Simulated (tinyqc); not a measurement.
# Well width from the intersubband spacing

Question. In an empty well of width L and depth Vb, level k solves kw L/2 = (k - 1) pi/2 + arctan(sqrt((mw/mb)(Vb - E)/E)) with kw = sqrt(mw E/C), C = hbar^2/(2 m0). Find L, E1 and E2 from the spacing.

Values chosen for this exercise; material values close to those of In0.53Ga0.47As in InAlAs:
- mw = 0.0413 m0 (mass along z in the well)
- mb = 0.0746 m0 (mass along z in the barriers)
- Vb = 0.487 eV (barrier height)

Constants: q = 1.602176634e-19 C, hbar = 1.054571817e-34 J s, m0 = 9.1093837015e-31 kg, hbar^2/(2 m0) = 0.0380998212 eV nm^2. Results are converted to the units shown.

E2 - E1 = 65.417119 meV

Answer. Both levels are solved for trial widths until their difference matches. A second level is bound only for L above 4.32 nm, and over that range one width gives this spacing.

L = 16.8 nm
E1 = 21.7 meV
E2 = 87.1 meV

Computed by the program tinyqc: `OMP_NUM_THREADS=1 python tinyqc.py 2140038 2140039 out.jsonl`, one thread of a shared Intel Xeon 2.30GHz, about 0.2 s for the whole run.
